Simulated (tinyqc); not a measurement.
Newton steps for the Fermi level: carrier statistics of a doped semiconductor with parabolic bands.

Parameters, chosen for this exercise (near those of GaAs; not measured data): ND = 5.6e+14 1/cm^3 (donors); NA = 2.1e+12 1/cm^3 (acceptors); E_start = 0.865 eV (first guess of EF); cap = 20 (iteration cap).

Eg = 1.337910 eV
kT = 0.0430867 eV
Nc = 9.23841e+17 1/cm^3
Nv = 1.97212e+19 1/cm^3

Boltzmann statistics and full ionisation: n = Nc exp((EF - Eg)/kT), p = Nv exp(-EF/kT). First run: Newton on f = p + ND - n - NA. Second run: Newton on ln(p + ND) - ln(n + NA). Stop when the step is below 1e-7 eV.

First run:
```
step  EF (eV)  n (1/cm^3)  step taken (kT)
1     0.86500    1.58e+13           34.213
2     2.33912    1.14e+28           -1.000
3     2.29604    4.20e+27           -1.000
4     2.25295    1.54e+27           -1.000
5     2.20986    5.68e+26           -1.000
6     2.16678    2.09e+26           -1.000
7     2.12369    7.69e+25           -1.000
8     2.08060    2.83e+25           -1.000
9     2.03752    1.04e+25           -1.000
10    1.99443    3.83e+24           -1.000
11    1.95134    1.41e+24           -1.000
12    1.90826    5.18e+23           -1.000
13    1.86517    1.91e+23           -1.000
14    1.82208    7.01e+22           -1.000
15    1.77900    2.58e+22           -1.000
16    1.73591    9.49e+21           -1.000
17    1.69282    3.49e+21           -1.000
18    1.64974    1.28e+21           -1.000
19    1.60665    4.72e+20           -1.000
20    1.56356    1.74e+20           -1.000
```

Second run:
```
step  EF (eV)  n (1/cm^3)  step taken (kT)
1     0.86500    1.58e+13            3.900
2     1.03303    7.81e+14           -0.336
3     1.01855    5.58e+14            0.000
4     1.01855    5.58e+14            0.000
```

Has the first run converged, and what does its course show?

No: the last step is still 1.00 kT. The first step jumps by 34.2 kT, far past the root, because the slope -(n + p)/kT is small at the start; after it n is far too large, the residual is a pure exponential, and Newton then retreats by one kT a step (19 such steps here). The rerun on the logarithm, which is close to linear in EF once n outweighs the compensating charge, converges in 4 steps to EF = 1.01855 eV.

Computed by tinyqc, a small Python program: `OMP_NUM_THREADS=1 python tinyqc.py 1681468 1681469 out.jsonl` (the numbers bound the seed that draws the inputs); one thread of a shared host (Intel(R) Xeon(R) Processor @ 2.30GHz), about 0.02 s for the whole set of steps.
